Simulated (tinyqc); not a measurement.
# One-sided p+-n junction, ionisation integral and breakdown: what changes with what

A p+ layer at x < 0 and an n drift layer from x = 0. Depletion approximation, built-in voltage neglected. Local ionisation coefficients alpha_n = an exp(-(bn/E)^mx), alpha_p = ap exp(-(bp/E)^mx). Electrons move towards +x, holes towards x = 0.

Parameters, values chosen for the exercise; material values close to those of silicon:
```
symbol,value,unit,meaning
eps_r,11.5,,relative permittivity
an,6.92e5,1/cm,prefactor of the electron ionisation coefficient
bn,1.26e6,V/cm,field constant for electrons
ap,1.61e6,1/cm,prefactor of the hole ionisation coefficient
bp,2.04e6,V/cm,field constant for holes
mx,1,,exponent
mu,1430,cm^2/(V s),electron mobility of the drift layer
N,1.3e15,cm^-3,donor density of the drift layer
```

Constants: q = 1.602176634e-19 C, eps0 = 8.8541878128e-14 F/cm where lengths are in cm. Results are converted to the units shown.

Each table varies one quantity; the others keep the values above.

## Multiplication against voltage

W = sqrt(2 eps0 eps_r V/(q N)), peak field E0 = q N W/(eps0 eps_r), falling linearly to 0 at W. G(x) = integral from 0 to x of (alpha_n - alpha_p); I_n = integral of alpha_n exp(-G) (electrons injected at x = 0), I_p = integral of alpha_p exp(G(end) - G) (holes injected at the far edge); M = 1/(1 - I). Integrals on a fine grid; BV is where I_n = 1. Here BV = 211.616 V; the Miller exponent is n = ln(1 - 1/M)/ln(V/BV).

Multiplication against voltage:
```
V (V)	E0 (kV/cm)	I_n	I_p	M_n	M_p	Miller n, electrons	Miller n, holes
84.6	186	0.0806	0.00207	1.09	1.00	2.75	6.74
106	208	0.192	0.00887	1.24	1.01	2.39	6.83
127	228	0.347	0.0276	1.53	1.03	2.07	7.03
148	246	0.528	0.0732	2.12	1.08	1.79	7.31
169	263	0.708	0.178	3.43	1.22	1.53	7.66
182	273	0.810	0.303	5.27	1.44	1.39	7.91
195	282	0.901	0.512	10.1	2.05	1.27	8.18
203	288	0.951	0.707	20.6	3.41	1.20	8.36
208	292	0.980	0.864	50.6	7.36	1.16	8.47
```

M_n rises from 1.088 to 50.6 and M_p from 1.002 to 7.36; both diverge at BV. The Miller exponent for electrons falls from 2.75 to 1.16 and that for holes rises from 6.74 to 8.47, so one exponent describes neither over the whole range. The larger multiplication belongs to electrons, whose coefficient at the peak field of the last row is 6.23 times the other.

## Effect of the drift doping

Same model as above.

Specific on-resistance Ron = W/(q mu N) with constant mobility and full ionisation.

Effect of the drift doping:
```
N (cm^-3)	BV (V)	E0 at BV (kV/cm)	W at BV (um)	Ron (mohm cm^2)	BV^2/Ron (MW/cm^2)	eps0 eps_r mu E0^3/4 (MW/cm^2)
1.1e14	1.32e3	214	124	491	3.57	3.57
2.1e14	808	231	70.0	145	4.50	4.50
4e14	499	251	39.8	43.4	5.73	5.73
7.7e14	308	273	22.6	12.8	7.43	7.43
1.5e15	191	300	12.7	3.70	9.87	9.87
2.8e15	124	330	7.49	1.17	13.1	13.1
5.4e15	79.4	367	4.32	0.349	18.0	18.0
1e16	53.1	409	2.60	0.113	24.9	24.9
```

BV falls from 1320 to 53.1 V while the critical field rises from 214 to 409 kV/cm. BV goes as N^(-0.76) between the first two rows and N^(-0.65) between the last two (a coefficient proportional to E^7 gives -0.75 without punch-through). Ron goes as BV^(2.60) over the table; the last two columns agree since BV = E0 W/2 and N = eps0 eps_r E0/(q W).

Numbers from tinyqc (`OMP_NUM_THREADS=1 python tinyqc.py 2120144 2120145 out.jsonl`; about 0.05 s on one thread of a shared Intel Xeon 2.30GHz).
